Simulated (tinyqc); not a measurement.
# Worked calculation: bias-temperature instability, empirical power law with universal recovery

tinyqc, about 0.01 s, one thread, Intel Xeon 2.30GHz (shared host): `OMP_NUM_THREADS=1 python tinyqc.py 2070072 2070073 out.jsonl` Printed values are rounded.

Threshold-voltage shift at the end of a stress: dV = A (V/V0)^g exp[-(Ea q/kB)(1/T - 1/T0)] (t/1 s)^n. After a delay tr the permanent share pp stays and the rest falls by r = 1/(1 + B (tr/t)^be). An empirical model: its parameters are fits, not properties.

Values chosen for this exercise:
```
symbol  value  unit                                  meaning
V0        1.2     V                 reference stress voltage
T0        373     K                    reference temperature
A          25    mV             shift after 1 s at V0 and T0
n        0.13                                  time exponent
g         6.6                               voltage exponent
Ea       0.09    eV  apparent activation energy of the shift
pp       0.18                                permanent share
B         1.5                                 recovery scale
be       0.11                            recovery dispersion
V        0.72     V                              use voltage
T         358     K                          use temperature
dc         70    mV                        failure criterion
tr         10     s             delay before the measurement
```

Constants: q = 1.602176634e-19 C, kB = 1.380649e-23 J/K. Results are converted to the units shown.

## Shift and lifetime at use conditions

The lifetime solves dV = dc; ten years are 3.15576e8 s.

voltage factor = 0.0343398
temperature factor = 0.889301
shift after ten years = 9.72010 mV
lifetime = 3.941e7 years
largest voltage for ten years = 0.971059 V

The device passes: the shift at ten years is below dc. A lifetime beyond 100 years is a far extrapolation of the power law. In time the voltage exponent is g/n = 50.8 and the activation energy Ea/n = 0.692 eV.

## What a delayed measurement sees

t, point 0 to 2 (s): [1, 10, 100]

At V0 and T0, measured shift = dV [pp + (1 - pp) r]; the apparent exponent is the slope of ln(shift) against ln t between the first and last point.

```
point  dV (mV)  share left  measured (mV)
0           25    0.459637        11.4909
1      33.7241       0.508        17.1318
2      45.4925    0.558863        25.4241
```

apparent n = 0.172445

The delay hides 44.1 % of the last shift and raises the exponent from 0.13 to 0.172, since short stresses recover by a larger share.
